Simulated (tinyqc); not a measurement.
## Mobility and doping from two currents

Inverse problem. A trap-free film with injecting contacts is fitted, with diffusion neglected, by J = q mu N V/Lf + (9/8) eps0 eps_r mu V^2/Lf^3. Find mu, N and the voltage at which both terms are equal.

Inputs (values chosen for the exercise):
- eps_r = 9.72 (relative permittivity)
- Lf = 1600 nm (film thickness)

Constants: q = 1.602176634e-19 C, eps0 = 8.8541878128e-14 F/cm where lengths are in cm. Results are converted to the units shown.

J at 3.8 and 9 V (A/cm^2): [0.62042480, 2.0336148]

Solution. J/V is a straight line in V: the slope gives mu and the intercept mu N.

mu = 0.05100 cm^2/(V s)
N = 2.300e15 cm^-3
crossover voltage = 9.743 V

tinyqc, about 2 s, one thread, Intel Xeon 2.30GHz (shared host): `OMP_NUM_THREADS=1 python tinyqc.py 2730105 2730106 out.jsonl`
